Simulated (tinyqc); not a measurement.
# Changing the satellite-valley mobility mu2

Model: two-valley model of the transferred-electron effect. Computed by tinyqc, a small Python program. Command: `OMP_NUM_THREADS=1 python tinyqc.py 3028383 3028384 out.jsonl gunn sweep`. One thread of a shared host (Intel(R) Xeon(R) Processor @ 2.30GHz), about 0.02 s of CPU time with the checks.

Both kinds of valley share one electron temperature T_e, and each has a constant mobility.

Inputs (values chosen for the exercise, modelled on CdTe):

| quantity | value | unit |
|---|---|---|
| central-valley mass m1 | 0.095 | m_0 |
| satellite-valley mass m2 | 0.28 | m_0 |
| satellite valleys Z | 4 | - |
| valley separation dE | 0.48 | eV |
| central-valley mobility mu1 | 1000 | cm^2/(V s) |
| energy relaxation time tau_E | 0.71 | ps |
| lattice temperature T | 250 | K |

Solver: damped fixed point.

Constants: k_B = 8.617333262e-05 eV/K.

Method. Density-of-states ratio R = Z (m2/m1)^(3/2); n2/n1 = R exp(-dE/(k_B T_e)); mean mobility mu = (mu1 + mu2 n2/n1)/(1 + n2/n1); energy balance e mu F^2 = (3/2) k_B (T_e - T)/tau_E; v = mu F. Using T_e as the parameter, F(T_e) = sqrt(3 k_B (T_e - T)/(2 e mu tau_E)) and v = mu F; find the first maximum and the next minimum of v, and the most negative dv/dF between them.

One run for each value:

| satellite-valley mobility mu2 (cm^2/(V s)) | peak-to-valley ratio | threshold field (kV/cm) | most negative differential mobility (cm^2/(V s)) | valley velocity (1e7 cm/s) |
|---|---|---|---|---|
| 10 | 1.1348 | 18.292 | -62.850 | 1.0903 |
| 16 | 1.1203 | 18.384 | -60.295 | 1.1061 |
| 24 | 1.1031 | 18.512 | -56.821 | 1.1256 |
| 37 | 1.0796 | 18.740 | -51.014 | 1.1539 |
| 58 | 1.0503 | 19.170 | -41.198 | 1.1929 |
| 89 | 1.0208 | 20.029 | -25.711 | 1.2388 |

What does the table show?

Over the rows, peak-to-valley ratio falls from 1.13 to 1.02 (exponent d ln y / d ln x -0.027 between the first rows and -0.067 between the last); threshold field (kV/cm) rises from 18.3 to 20.0 (exponent d ln y / d ln x 0.011 between the first rows and 0.10 between the last); most negative differential mobility (cm^2/(V s)) rises from -62.9 to -25.7 (exponent d ln y / d ln x -0.088 between the first rows and -1.1 between the last).  Left out: 140, 220, 330 (no negative differential mobility).

Extremes, crossings and ranges named in words are read from the listed rows.
